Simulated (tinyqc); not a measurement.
# Fully depleted semiconductor-on-insulator film with two gates, non-linear Poisson equation by Newton steps: effects of single changes

One dimension across the film, front interface at x = 0, back interface at x = ts. psi is counted from the intrinsic level, n = ni exp(psi/Vt) (source grounded), holes neglected, acceptors ionised. Gates act through Cox = eps0 eox/tox and Cbox = 3.9 eps0/tb with potentials G1 = Vg - (phiM - chi - Vt ln(Nc/ni)) and G2 = Vb - (phiB - chi - Vt ln(Nc/ni)). Classical Boltzmann densities, no interface charge, no depletion in the back plane.

Values chosen for this exercise; band and dielectric values close to those of silicon:
- T = 350 K (temperature)
- Eg = 1.11 eV (band gap)
- eps_r = 11.7 (relative permittivity)
- Nc = 3.47e19 cm^-3 (conduction-band density of states at T)
- Nv = 3.34e19 cm^-3 (valence-band density of states at T)
- chi = 4.12 eV (electron affinity)
- eox = 3.9 (relative permittivity of the gate insulator (close to silicon dioxide))
- tox = 4.5 nm (insulator thickness)
- ts = 15 nm (film thickness)
- tb = 140 nm (buried-oxide thickness (eps_r 3.9))
- Na = 1e15 cm^-3 (acceptor density of the film)
- phiM = 4.31 eV (work function of the front gate)
- phiB = 4.62 eV (work function of the back plane)
- Vb = 0 V (back-gate voltage)

Constants: q = 1.602176634e-19 C, kB = 1.380649e-23 J/K, Vt = kB T/q, eps0 = 8.8541878128e-14 F/cm where lengths are in cm. Results are converted to the units shown.

Each table varies one quantity; the others keep the values above.

## Charge against front-gate voltage

ni = sqrt(Nc Nv) exp(-Eg/(2 Vt)), Eg in volts. The Poisson equation eps0 eps_r d2psi/dx2 = q (n + Na), with -eps0 eps_r dpsi/dx = Cox (G1 - psi) at x = 0 and eps0 eps_r dpsi/dx = Cbox (G2 - psi) at x = ts, is solved on 300 equal intervals with half boxes at both ends; N_inv is the trapezoid sum of n. Swing = ln 10/(d ln N_inv/dVg); the last column is (dN_inv/dVb)/(dN_inv/dVg).

Result of one run:
columns A: Vg (V); B: psi front (V); C: psi back (V); D: N_inv (cm^-2); E: centroid/ts; F: swing (mV/decade); G: q dN_inv/dVg over Cox; H: back/front leverage
```
A         B      C        D      E       F      G       H
0.54  0.516  0.409  1.81e12  0.223  1.00e3  0.868  0.0357
```

What becomes of these results when the front-gate voltage Vg is changed from 0.54 to -0.36 V, all else the same?

Result of the changed run:
columns A: Vg (V); B: psi front (V); C: psi back (V); D: N_inv (cm^-2); E: centroid/ts; F: swing (mV/decade); G: q dN_inv/dVg over Cox; H: back/front leverage
```
A            B        C       D      E     F        G       H
-0.36  0.00678  0.00830  6.68e5  0.504  72.9  4.41e-6  0.0493
```

The whole series:
columns A: Vg (V); B: psi front (V); C: psi back (V); D: N_inv (cm^-2); E: centroid/ts; F: swing (mV/decade); G: q dN_inv/dVg over Cox; H: back/front leverage
```
A            B        C        D      E       F        G       H
-0.36  0.00678  0.00830   6.68e5  0.504    72.9  4.41e-6  0.0493
-0.21    0.152    0.149   7.64e7  0.490    72.9  5.04e-4  0.0488
-0.06    0.296    0.287   8.17e9  0.474    78.0   0.0504  0.0481
0.09     0.404    0.374  1.94e11  0.416     189    0.494  0.0445
0.24     0.459    0.398  6.46e11  0.330     429    0.724  0.0399
0.39     0.493    0.406  1.20e12  0.266     707    0.819  0.0372
0.54     0.516    0.409  1.81e12  0.223  1.00e3    0.868  0.0357
0.69     0.533    0.411  2.45e12  0.192  1.31e3    0.898  0.0348
0.84     0.547    0.412  3.10e12  0.169  1.63e3    0.917  0.0343
```

N_inv passes 1e11 cm^-2 at Vg = 0.0441 V. The swing starts at 72.9 mV a decade, against (1 + k) Vt ln 10 = 71.6 for a front channel with k = Cs Cbox/(Cox (Cs + Cbox)) = 0.0310, Cs = eps0 eps_r/ts; above threshold this column is no longer a subthreshold swing. The centroid falls from 0.504 to 0.169 of ts and the leverage of the back gate falls from 0.0493 to 0.0343. For Vg = 0.69, 0.84 the density at an interface exceeds 0.3 Nc, where Boltzmann statistics fail. For Vg = 0.69, 0.84 the classical centroid lies within 3 nm of an interface, where confinement, left out, would push it away.

## Threshold and coupling against the insulator thickness

VT is the Vg for N_inv = 1e11 cm^-2; -dVT/dVb from the linearised equation. Limits with Cs = eps0 eps_r/ts: front channel Cs Cbox/(Cox (Cs + Cbox)), back channel Cbox (Cox + Cs)/(Cox Cs). Swing at N_inv = 1e8 cm^-2.

The same in every row: centroid/ts at VT = 0.441.

Result of one run:
```
tox (nm)  VT (V)  -dVT/dVb  front-channel limit  back-channel limit  swing (mV/decade)
2.2       0.0283    0.0299               0.0152              0.0514               71.8
```

What becomes of these results when the insulator thickness tox is changed from 2.2 to 9 nm, all else the same?

Result of the changed run:
```
tox (nm)  VT (V)  -dVT/dVb  front-channel limit  back-channel limit  swing (mV/decade)
9         0.0750    0.0776               0.0621               0.100               75.1
```

The whole series:
```
tox (nm)  VT (V)  -dVT/dVb  front-channel limit  back-channel limit  swing (mV/decade)
2.2       0.0283    0.0299               0.0152              0.0514               71.8
3.2       0.0352    0.0370               0.0221              0.0586               72.2
4.5       0.0441    0.0461               0.0310              0.0679               72.9
6.4       0.0572    0.0594               0.0441              0.0814               73.8
9         0.0750    0.0776               0.0621               0.100               75.1
13         0.103     0.106               0.0897               0.129               77.1
18         0.137     0.141                0.124               0.164               79.6
```

As tox goes from 2.2 to 18, VT rises from 0.0283 to 0.137 V, the centroid stays at 0.441 of ts and -dVT/dVb rises from 0.0299 to 0.141. The coupling covers 40.7 % of the way from the front-channel to the back-channel limit in the first row and 41.3 % in the last.

tinyqc, about 0.4 s, one thread, Intel Xeon 2.30GHz (shared host): `OMP_NUM_THREADS=1 python tinyqc.py 2190170 2190171 out.jsonl`
